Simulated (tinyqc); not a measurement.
Chemical-mechanical planarisation: Preston law, pattern density and step-height reduction: one step, computed by the program tinyqc. Command: `OMP_NUM_THREADS=1 python tinyqc.py 3013666 3013667 out.jsonl cmp walk`. One thread of a shared host (Intel(R) Xeon(R) Processor @ 2.30GHz), about 0.01 s of CPU time with the checks.

A row of 12 cells, repeated periodically, holds raised features that cover a share rho of each cell.

Task: Blanket rate. With equal rotation speeds the relative speed is uniform, v = omega r_c; Preston rate R0 = K P v.

Inputs (values chosen for the exercise, close to those used for copper polishing):
```
quantity,value,unit
Preston coefficient K,5.8e-14,1/Pa
pressure P,42,kPa
platen and carrier speed,80,rpm
distance between the centres,19,cm
```

Give: relative speed v; blanket rate R0.

Result:

relative speed v = 1.5917 m/s

blanket rate R0 = 3.8775 nm/s
